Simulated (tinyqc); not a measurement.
Capacitance measurement on a leaky thin oxide: effects of series resistance and leakage: one step of the calculation.

The device is a capacitance C in parallel with a leakage conductance G, in series with Rs and Ls. An impedance meter reports either a parallel pair (Cp, Gp) from Y = 1/Z = Gp + i w Cp or a series pair (Cs, Rm) from Z = Rm + 1/(i w Cs); w = 2 pi f, dissipation D = Gp/(w |Cp|).

Problem. True capacitance and conductance. EOT = 3.9 tox/eox; CET = EOT + zc + zp; C = 3.9 eps0 A/CET; G = Jg A/Vs.

Inputs (values chosen for the exercise); values of the order met in thin-oxide MOS capacitors: relative permittivity of the gate insulator (close to aluminium oxide) eox = 9.27; insulator thickness tox = 5.5 nm; gate area A = 10000 um^2; oxide-equivalent thickness added by the accumulation layer zc = 0.45 nm; oxide-equivalent thickness added by gate depletion zp = 0 nm; gate leakage current density, not matched to the thickness Jg = 0.0041 A/cm^2; voltage for an e-fold rise of the leakage Vs = 0.37 V.

Constants: eps0 = 8.8541878128e-14 F/cm where lengths are in cm. Results are converted to the units shown.

Wanted: EOT; CET; C; G.

Solution.

EOT = 2.314 nm
CET = 2.764 nm
C = 124.9 pF
G = 1.108 uS

Computed by the program tinyqc: `OMP_NUM_THREADS=1 python tinyqc.py 2022077 2022078 out.jsonl`, one thread of a shared Intel Xeon 2.30GHz, about 0.01 s for the whole run.
